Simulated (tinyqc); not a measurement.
Six-band Luttinger-Kohn model with strain: sweeps and comparisons. A value that a table varies takes the place of the one given here.

Six-band Luttinger-Kohn model in the basis |3/2,3/2>, |3/2,1/2>, |3/2,-1/2>, |3/2,-3/2>, |1/2,1/2>, |1/2,-1/2>, electron energies, zero at the top of the unstrained valence band. H = -[rows: (P+Q, -S, R, 0, -S/r2, r2 R); (-S*, P-Q, 0, R, -r2 Q, r32 S); (R*, 0, P-Q, S, r32 S*, r2 Q); (0, R*, S*, P+Q, -r2 R*, -S*/r2); (-S*/r2, -r2 Q, r32 S, -r2 R, P+Dso, 0); (r2 R*, r32 S*, r2 Q, -S/r2, 0, P+Dso)], r2 = sqrt(2), r32 = sqrt(3/2). Levels are twofold.

P = c g1 k^2 - av tr(e); Q = c g2 (kx^2 + ky^2 - 2 kz^2) - (b/2)(exx + eyy - 2 ezz); R = c sqrt3 [-g2 (kx^2 - ky^2) + 2i g3 kx ky] + (sqrt3/2) b (exx - eyy) - i d exy; S = 2 c sqrt3 g3 (kx - i ky) kz - d (exz - i eyz); c = hbar^2/2m0, e the strain tensor (not engineering shear).

s11 = (C11 + C12)/((C11 - C12)(C11 + 2 C12)), s12 = -C12/((C11 - C12)(C11 + 2 C12)), s44 = 1/C44; exx = s11 sxx + s12 (syy + szz) and cyclic, exy = s44 sxy/2; tension is positive. A uniaxial stress X along the unit vector n is s_ij = X n_i n_j.

Constants: hbar^2/2m0 = 3.80998211 eV angstrom^2.

Parameters, chosen for this exercise (near those of Si; the results hold for these values, not for the real material): Dso = 0.042 eV (spin-orbit splitting); g1 = 4.3 (Luttinger gamma1); g2 = 0.34 (gamma2); g3 = 1.43 (gamma3); av = 2.46 eV (valence hydrostatic potential); b = -2.01 eV (tetragonal shear potential); d = -4.9 eV (trigonal shear potential); C11 = 171 GPa; C12 = 63 GPa; C44 = 77.6 GPa; load = uniaxial [100] (kind of stress); X1 = 1.4 GPa (size of the stress); E_h = 60 meV (hole energy below the top); X = -1.4 GPa (stress).

## Sweep of a uniaxial [100] stress

Edges at k = 0 and curvature masses of the top pair along [100] and [001] (step 0.0002 1/angstrom); at zero stress the top is fourfold and has no single curvature.

Edges and masses:

| X (GPa) | top (eV) | second (eV) | third (eV) | splitting (meV) | m [100] | m [001] |
|---|---|---|---|---|---|---|
| -3.00 | 0.0750 | -0.0807 | -0.1108 | 155.6 | 0.177 | 0.275 |
| -2.00 | 0.0469 | -0.0538 | -0.0848 | 100.7 | 0.178 | 0.274 |
| -1.00 | 0.0202 | -0.0269 | -0.0601 | 47.1 | 0.181 | 0.271 |
| 0.00 | 0.0000 | 0.0000 | -0.0420 | 0.0 | - | - |
| 1.00 | 0.0269 | 0.0068 | -0.0508 | 20.1 | 0.276 | 0.216 |
| 2.00 | 0.0538 | 0.0296 | -0.0757 | 24.1 | 0.276 | 0.216 |
| 3.00 | 0.0807 | 0.0552 | -0.1033 | 25.5 | 0.276 | 0.216 |

The splitting reaches 155.6 meV under compression and 25.5 meV under the same tension; linear shear terms alone would make the two equal, and the difference comes from the coupling to the split-off band. At the ends of the sweep the top pair has a mass along [100] of 0.177 under compression and 0.276 under tension, so compression gives the lighter holes along [100]; along [001] it has 0.275 and 0.216. The top edge itself moves by +75 and +81 meV. The ends of the sweep mean strains up to 2.2 %, beyond the range of linear deformation potentials.

## Which stress helps holes along [110]

Each load has size X1 (biaxial: sxx = syy); masses are curvatures of the top pair at k = 0.

Results:

| load | splitting (meV) | top edge (meV) | m [110] | m [001] |
|---|---|---|---|---|
| uniaxial [110], compression | 67.1 | 29.8 | 0.116 | 0.273 |
| uniaxial [110], tension | 22.3 | 37.3 | 0.490 | 0.214 |
| uniaxial [100], compression | 68.2 | 30.6 | 0.216 | 0.273 |
| uniaxial [100], tension | 22.4 | 37.7 | 0.242 | 0.216 |
| uniaxial [111], compression | 66.7 | 29.6 | 0.143 | 0.233 |
| uniaxial [111], tension | 22.3 | 37.1 | 0.348 | 0.233 |
| biaxial (001), compression | 22.4 | 2.9 | 0.216 | 0.276 |
| biaxial (001), tension | 68.2 | 65.4 | 0.273 | 0.179 |

The lightest mass along [110] (0.116) comes with uniaxial [110], compression. The largest splitting (68.2 meV) comes with uniaxial [100], compression; biaxial (001), tension. The heaviest mass along [001] (0.276), which lowers the confinement energy in a (001) channel, comes with biaxial (001), compression. The splitting per GPa follows b (s11 - s12) for loads along cube axes and d s44 for [111]: here 2 |b| (s11 - s12) = 37.2 and |d| s44/sqrt3 = 36.5 meV per GPa in the limit of large Dso; where the splitting nears Dso, mixing with the split-off band makes it depend on the sign of the load.

## Warping of the constant-energy contours (six-band Luttinger-Kohn model)

No strain (e = 0). In the plane kz = 0, |k| where the top and second pairs lie E_h below the top, against the angle from [100]; m = c k^2/E_h.

Contours:

| angle (degrees) | k top (1/angstrom) | k second (1/angstrom) | m top (m0) | m second (m0) |
|---|---|---|---|---|
| 0 | 0.0660 | 0.0581 | 0.276 | 0.215 |
| 9 | 0.0698 | 0.0580 | 0.309 | 0.214 |
| 18 | 0.0820 | 0.0579 | 0.427 | 0.213 |
| 27 | 0.1065 | 0.0579 | 0.720 | 0.213 |
| 36 | 0.1500 | 0.0578 | 1.430 | 0.212 |
| 45 | 0.1870 | 0.0578 | 2.220 | 0.212 |

The heavy contour reaches 2.835 times as far along [110] as along [100], the light one 0.995 times. The warping follows g3 - g2 = 1.09 and would vanish for g2 = g3. Along [100] the heavy mass is 1/(g1 - 2 g2) = 0.276 at any energy, while the light one is 0.2145, against 1/(g1 + 2 g2) = 0.2008 at the edge, for E_h/Dso = 1.43.

## What each parameter does

Edges at k = 0 under a uniaxial [100] stress X and the curvature mass of the top pair along [100] (step 0.0002 1/angstrom). Each row changes one parameter from the base and keeps the others.

Results:

| case | top (eV) | second (eV) | third (eV) | mass (m0) |
|---|---|---|---|---|
| base | 0.0306 | -0.0377 | -0.0697 | 0.179 |
| d = -3.92 eV | 0.0306 | -0.0377 | -0.0697 | 0.179 |
| X = -1.68 GPa | 0.0381 | -0.0452 | -0.0767 | 0.179 |
| C44 = 93.12 GPa | 0.0306 | -0.0377 | -0.0697 | 0.179 |
| C12 = 75.6 GPa | 0.0380 | -0.0402 | -0.0719 | 0.179 |
| C11 = 205.2 GPa | 0.0202 | -0.0302 | -0.0632 | 0.181 |
| Dso = 0.034 eV | 0.0320 | -0.0377 | -0.0631 | 0.179 |
| g3 = 1.716 | 0.0306 | -0.0377 | -0.0697 | 0.179 |

The largest shifts from the base row, up to three for each result and ties (the steps differ in size, so this ranks the rows, not the parameters). top (eV): C11 -0.0104, X +0.0076, C12 +0.0074; unchanged at the printed digits by d, C44 and g3. second (eV): X -0.0075, C11 +0.0075, C12 -0.0025; unchanged at the printed digits by d, C44, Dso and g3. third (eV): X -0.0070, Dso +0.0066, C11 +0.0065; unchanged at the printed digits by d, C44 and g3. mass (m0): C11 +0.001; unchanged at the printed digits by d, X, C44, C12, Dso and g3. The Luttinger parameters multiply k^2 and cannot move the edges; av shifts all edges alike and leaves the mass.

Program tinyqc; command `OMP_NUM_THREADS=1 python tinyqc.py 1051205 1051206 out.jsonl`; about 0.03 s on one thread of a shared Intel(R) Xeon(R) Processor @ 2.30GHz.
